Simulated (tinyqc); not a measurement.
Raising U: Hubbard chain of 4 sites, mean field against exact. Computed by the program tinyqc. Collinear unrestricted mean field (the lowest of 40 random starts) against exact diagonalisation.

one-body matrix (hopping and site energies) (eV):
```
         1        2        3        4
1   0.0000  -0.8400   0.0000   0.0000
2  -0.8400   0.0000  -0.8400   0.0000
3   0.0000  -0.8400   0.0000  -0.8400
4   0.0000   0.0000  -0.8400   0.0000
```

electrons, up and down: 2  2

Exact and mean-field results (eV):

| U | U/t | E exact | E mean field | mean \|n_up - n_down\| | double occupancy, exact | first gap in the sector |
|---|---|---|---|---|---|---|
| 0.4200 | 0.5000 | -3.358390 | -3.336594 | 0.0000 | 0.2241 | 0.9217 |
| 0.8400 | 1.0000 | -3.003307 | -2.916594 | 0.0000 | 0.1988 | 0.8221 |
| 1.6800 | 2.0000 | -2.415792 | -2.097512 | 0.3935 | 0.1521 | 0.6626 |
| 2.5200 | 3.0000 | -1.971838 | -1.547274 | 0.6966 | 0.1138 | 0.5434 |
| 3.3600 | 4.0000 | -1.640642 | -1.204830 | 0.8199 | 0.0849 | 0.4538 |
| 6.7200 | 8.0000 | -0.938425 | -0.623339 | 0.9534 | 0.0312 | 0.2609 |
| 10.0800 | 12.0000 | -0.645177 | -0.418042 | 0.9792 | 0.0152 | 0.1796 |
| 16.8000 | 20.0000 | -0.393641 | -0.251579 | 0.9925 | 0.0057 | 0.1096 |

Estimate the missing row, U = 5.04.

Computed row:
```
U          U/t    E exact  E mean field  mean |n_up - n_down|  double occupancy, exact  first gap in the sector
5.0400  6.0000  -1.202826     -0.824042                0.9177                   0.0494                   0.3340
```

In absolute terms mean field is worst at U/t = 4.0, 0.436 eV too high: at small U it is nearly exact, and at large U it misses only exchange-scale energies. Its local moments set in at U/t = 2.0 of those listed, a broken symmetry that the exact state of a finite cluster with equal spins does not have. Relative to the exact energy its error is 0.6 % at the smallest U, 36 % at most and 36 % at the largest. The double occupancy falls from 0.224 to 0.006; at the largest U the first gap is 0.65 times the exchange scale 4t^2/U.
